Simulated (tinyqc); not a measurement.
Hydrogenic impurity: series, fields, screening, photoionisation and donor-acceptor pairs: one step, computed by the program tinyqc.

One isotropic, parabolic band. Effective units: Ry* and a*, in which H = -nabla^2 - 2/r.

Question. Effective units and the series. Ry* = Ry m/eps^2, a* = a_0 eps/m; level n is bound by Ry*/n^2; <r> = (3/2) a* in 1s; lines 1s -> np at Ry* (1 - 1/n^2); 1 THz = 4.135667696 meV.

Inputs (values chosen for the exercise, modelled on ZnSe): electron mass m = 0.151 m_0; dielectric constant eps = 9.28.

Parts treated: magnetic field and photoionisation.

Constants: Ry = 13.605693123 eV; a_0 = 0.529177210903 angstrom; h x 1 THz = 4.135667696 meV.

Give: Ry*; a*; <r> of 1s; Series.

Answer.

Ry* = 23.856 meV

a* = 32.522 angstrom

<r> of 1s = 48.782 angstrom

Series:

| n | binding (meV) | line from 1s (meV) | line (THz) |
|---|---|---|---|
| 2 | 5.9641 | 17.892 | 4.3263 |
| 3 | 2.6507 | 21.206 | 5.1275 |
| 4 | 1.4910 | 22.365 | 5.4079 |
| 5 | 0.9542 | 22.902 | 5.5377 |
